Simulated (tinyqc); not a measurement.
Silicon n-p-n transistor, Gummel numbers and transit times: one step of the calculation.

One-dimensional n-p-n transistor in the forward active mode at low injection. In the base p(x) = NB exp(-eta x/wb) and ni(x)^2 = ni^2 exp((g0 + g1 x/wb)/Vt); electrons leave the base at vsat; band spikes at the emitter junction and recombination inside the emitter are ignored.

Task. Gain, Early voltage and collector delay. ni = sqrt(Nc Nv) exp(-Eg/(2 Vt)), Eg in volts; GE = NE exp(-gE/Vt)(we/Dp + 1/Se); JC = J0 exp(VBE/Vt), J0 = q ni^2/GB; gain limited by back injection GE/GB, by base recombination tb/tauB, together 1/beta = the sum of the inverses; collector layer one-sided, Wc = sqrt(2 eps0 eps_r (Vbc + VCB)/(q NC)), Vbc = Vt ln(p(wb) NC/ni^2), Cjc = eps0 eps_r/Wc; Early voltage VA = GB q p(wb)/(f(wb) Cjc [1/Dn - (eta + g1/Vt)/(wb vsat)]), f(wb) = p(wb) exp(-(g0 + g1)/Vt), p(wb) = NB exp(-eta); tauC = Wc/(2 vsat).

Parameters, values chosen for the exercise; band and dielectric values close to those of silicon: temperature T = 250 K; band gap Eg = 1.11 eV; relative permittivity eps_r = 11.8; conduction-band density of states at T Nc = 2.17e19 cm^-3; valence-band density of states at T Nv = 2.01e19 cm^-3; saturation velocity vsat = 9.9e6 cm/s; neutral base width wb = 440 nm; base doping at the emitter edge NB = 1.3e17 cm^-3; doping falls as exp(-eta x/wb) eta = 0; gap reduction at the emitter edge of the base g0 = 0 eV; further gap reduction across the base (linear) g1 = 0 eV; electron diffusion coefficient in the base Dn = 4.2 cm^2/s; emitter doping NE = 6.5e19 cm^-3; gap reduction in the emitter (negative: wider gap) gE = 0.068 eV; neutral emitter width we = 190 nm; hole diffusion coefficient in the emitter Dp = 1.7 cm^2/s; recombination velocity at the emitter contact Se = 6e6 cm/s; electron lifetime in the base tb = 2e-8 s; collector doping NC = 1e16 cm^-3; collector-base reverse bias VCB = 2 V.

Constants: q = 1.602176634e-19 C, kB = 1.380649e-23 J/K, Vt = kB T/q, eps0 = 8.8541878128e-14 F/cm where lengths are in cm. Results are converted to the units shown.

GB = 1.3750361e12 s/cm^4
tauB = 234.92063 ps

Wanted: ni; GE; J0; GE/GB; tb/tauB; beta; Wc; Cjc; VA; tauC.

Result.

ni = 1.3537e8 cm^-3
GE = 3.1393e13 s/cm^4
J0 = 2.1352e-15 A/cm^2
GE/GB = 22.830
tb/tauB = 85.135
beta = 18.003
Wc = 608.16 nm
Cjc = 0.17179 fF/um^2
VA = 53.860 V
tauC = 3.0715 ps

The gain is limited more by back injection into the emitter. beta VA = 970 V.

Range of the model: Heavy doping makes emitter or base degenerate; gE and g0 are to be read as apparent gap changes that include this.

Computed by the program tinyqc: `OMP_NUM_THREADS=1 python tinyqc.py 2320030 2320031 out.jsonl`, one thread of a shared Intel Xeon 2.30GHz, about 0.01 s for the whole run.
